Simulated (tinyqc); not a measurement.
Scale length and barrier from the threshold roll-off.

Inverse problem. For L well above Lambda the threshold falls by 2 m sqrt(A (A + Vds)) exp(-pi L/(2 Lambda)), A being the height of the source potential over the barrier top; the two values follow this form. Find Lambda and A.

Parameters, values chosen for the exercise:
- m = 1 (long-channel body factor)
- Vds = 0.7 V (drain voltage)

threshold lowering at L = 34 and 55 nm (mV): 86.375287  12.648836

Solution. The ratio of the two values gives Lambda; the prefactor gives A (A + Vds), a quadratic with one positive root.

Lambda = 17.17 nm
A = 0.6800 V

tinyqc, about 0.01 s, one thread, Intel Xeon 2.30GHz (shared host): `OMP_NUM_THREADS=1 python tinyqc.py 2420001 2420002 out.jsonl`
